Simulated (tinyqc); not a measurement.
What moves the results: heavy doping: gap narrowing, degeneracy and the minority density. A value that a table varies takes the place of the one given here.

F_j(eta) = (1/Gamma(j + 1)) integral_0^infinity x^j dx/(1 + exp(x - eta)), which tends to exp(eta) for eta << 0.

Empirical narrowing (Slotboom form, constants chosen for the exercise; published fits of this form give the apparent narrowing, here it is taken as the true one): dEg = E0 [ln(N/N0) + sqrt(ln(N/N0)^2 + C)].

Majority: N = Nc F_1/2(eta), eta the distance of EF beyond the majority band edge in kT. Degeneracy factor gam = F_1/2(eta)/exp(eta). ni0^2 = Nc Nv exp(-Eg/kT); product n p = ni0^2 gam exp(dEg/kT), dEg the true narrowing; apparent narrowing dEa = dEg + kT ln gam; minority density = n p/N.

Bipolar transistor with N as emitter doping: beta = K (N/NB) exp((dEa_B + dG - dEa_E)/kT), dEa_E = dEg(N) + kT ln gam, dEa_B = dEg(NB). For the sweep in T, Nc is scaled as (T/T0)^(3/2) from its value at T0 = T.

Constants: kB = 8.617333262e-05 eV/K.

Parameters, chosen for this exercise (gap and densities of states near those of Si at this temperature; narrowing constants near the fits for Si; not measured data):
- Eg = 1.127 eV (gap)
- Nc = 2.75e+19 1/cm^3 (conduction-band density of states)
- Nv = 1.14e+19 1/cm^3 (valence-band density of states)
- T = 300 K
- E0 = 7.79 meV (narrowing scale)
- N0 = 8.5e+16 1/cm^3 (onset density)
- C = 0.5 (smoothing constant)
- N = 4.7e+19 1/cm^3 (ionised donors, equal to the majority density)
- NB = 6e+17 1/cm^3 (base doping)
- K = 4.3 (ratio (D_B W_E)/(D_E W_B))
- dG = 120 meV (extra narrowing of the base by alloying)

## Narrowing against degeneracy

N takes the values listed; the last column is N over the factor gam exp(dEg/kT), the doping that a simple model would need to give the same minority density.

Results:

| N (1/cm^3) | eta | gam | dEg (meV) | dEa (meV) | minority (1/cm^3) | effective doping (1/cm^3) |
|---|---|---|---|---|---|---|
| 8.0e+16 | -5.84 | 0.999 | 5.1 | 5.0 | 556 | 6.59e+16 |
| 3.0e+17 | -4.51 | 0.996 | 21.1 | 21.0 | 275 | 1.33e+17 |
| 8.0e+17 | -3.53 | 0.990 | 35.8 | 35.5 | 181 | 2.03e+17 |
| 3.0e+18 | -2.18 | 0.962 | 56.1 | 55.1 | 103 | 3.56e+17 |
| 8.0e+18 | -1.13 | 0.903 | 71.2 | 68.6 | 64.9 | 5.64e+17 |
| 3.0e+19 | 0.47 | 0.684 | 91.7 | 81.9 | 29.0 | 1.26e+18 |
| 8.0e+19 | 2.06 | 0.372 | 107.0 | 81.4 | 10.6 | 3.44e+18 |
| 2.0e+20 | 4.34 | 0.0948 | 121.2 | 60.3 | 1.89 | 1.94e+19 |
| 6.0e+20 | 9.35 | 0.00190 | 138.3 | -23.8 | 0.0243 | 1.50e+21 |

dEg grows steadily to 138.3 meV, while the apparent value peaks at 81.9 meV for N = 3e+19 and falls to -23.8 meV as the Fermi level enters the band (a negative value is not met in measurements: parabolic bands with a fixed mass overstate the filling). N grows by a factor 38 from the third to the sixth row and the effective doping by 6.2: net of degeneracy, narrowing takes away 83 % of the factor gained by heavier doping.

## Current gain against temperature

Gain:

| T (K) | beta | beta with dG = 0 | without narrowing |
|---|---|---|---|
| 150 | 9.93e+04 | 9.23 | 337 |
| 200 | 2.08e+04 | 19.7 | 337 |
| 250 | 8.41e+03 | 32.0 | 337 |
| 300 | 4.67e+03 | 45.0 | 337 |
| 350 | 3.10e+03 | 57.9 | 337 |
| 400 | 2.29e+03 | 70.4 | 337 |
| 450 | 1.81e+03 | 82.2 | 337 |

dEa_B + dG - dEa_E at T0 = 68.0 meV

beta is 9.93e+04 at 150 K and 1.81e+03 at 450 K, since the net exponent is positive: the gap is narrower in the base. At 300 K narrowing and degeneracy change the gain by a factor 0.134 and alloying the base by 104.

## What moves the minority density and the gain

All results formed anew. Each row changes one parameter from the base and keeps the others.

Results:

| case | dEg (meV) | dEa (meV) | minority (1/cm^3) | beta |
|---|---|---|---|---|
| base | 98.70 | 83.43 | 19.6 | 4.67e+03 |
| N = 9.4e+19 1/cm^3 | 109.47 | 79.58 | 8.46 | 1.08e+04 |
| E0 = 9.348 meV | 118.44 | 103.17 | 42.1 | 2.78e+03 |
| N0 = 1.7e+17 1/cm^3 | 87.94 | 72.67 | 12.9 | 4.75e+03 |
| Eg = 1.147 eV | 98.70 | 83.43 | 9.06 | 4.67e+03 |
| Nc = 3.58e+19 1/cm^3 | 98.70 | 86.91 | 29.2 | 4.08e+03 |
| NB = 1.2e+18 1/cm^3 | 98.70 | 83.43 | 19.6 | 3.51e+03 |

The largest shifts from the base row, up to three for each result and ties (the steps differ in size, so this ranks the rows, not the parameters). dEg (meV): E0 +19.74, N +10.77, N0 -10.76; unchanged at the printed digits by Eg, Nc and NB. dEa (meV): E0 +19.74, N0 -10.76, N -3.85; unchanged at the printed digits by Eg and NB. minority (1/cm^3): E0 +22.5, N -11.2, Eg -10.6; unchanged at the printed digits by NB. beta: N +6.17e+03, E0 -1.90e+03, NB -1.16e+03; unchanged at the printed digits by Eg.

Program tinyqc; command `OMP_NUM_THREADS=1 python tinyqc.py 1681691 1681692 out.jsonl`; about 0.01 s on one thread of a shared Intel(R) Xeon(R) Processor @ 2.30GHz.
